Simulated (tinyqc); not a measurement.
Power transistor in saturation, electro-thermal loop: two steps of the calculation.

One temperature T for the device, T = T0 + Rth P(T), with P(T) = V I0 (T/300 K)^(-al) [1 + kv (T - 300 K)/Vov]^2. The loop gain is Rth dP/dT; a solution is thermally stable when it is below one.

Inputs (values chosen for the exercise): ambient temperature T0 = 300 K; drain voltage V = 5 V; saturation current at 300 K I0 = 0.057 A; exponent of the mobility al = 1.5; overdrive at 300 K Vov = 1.8 V; fall of the threshold with temperature kv = 3.7 mV/K; thermal resistance Rth = 480 K/W.

Task 1. Temperature by Newton steps. P(T) = V I0 (T/300 K)^(-al) [1 + kv (T - 300 K)/Vov]^2; P'(T) = P [-al/T + 2 kv/(Vov + kv (T - 300 K))]; G = Rth P'; T(new) = T + (T0 + Rth P - T)/(1 - G).

T after iteration 1 = 421.96862 K

Find: P; G; T after iteration 2.

Result 1.

P = 0.2673 W
G = -0.03435
T after iteration 2 = 428.1 K

Task 2. Loop gain and effective thermal resistance. P(T) = V I0 (T/300 K)^(-al) [1 + kv (T - 300 K)/Vov]^2; P'(T) = P [-al/T + 2 kv/(Vov + kv (T - 300 K))]; G = Rth P'. A small change of T0 changes T by 1/(1 - G) times as much.

converged T = 428.07870 K

Wanted: P; G; dT/dT0.

Result 2.

P = 0.2668 W
G = -0.03198
dT/dT0 = 0.9690

The feedback is negative: heating lowers the power, and the device steadies itself.

Numbers from tinyqc (`OMP_NUM_THREADS=1 python tinyqc.py 2520112 2520113 out.jsonl`; about 0.01 s on one thread of a shared Intel Xeon 2.30GHz).
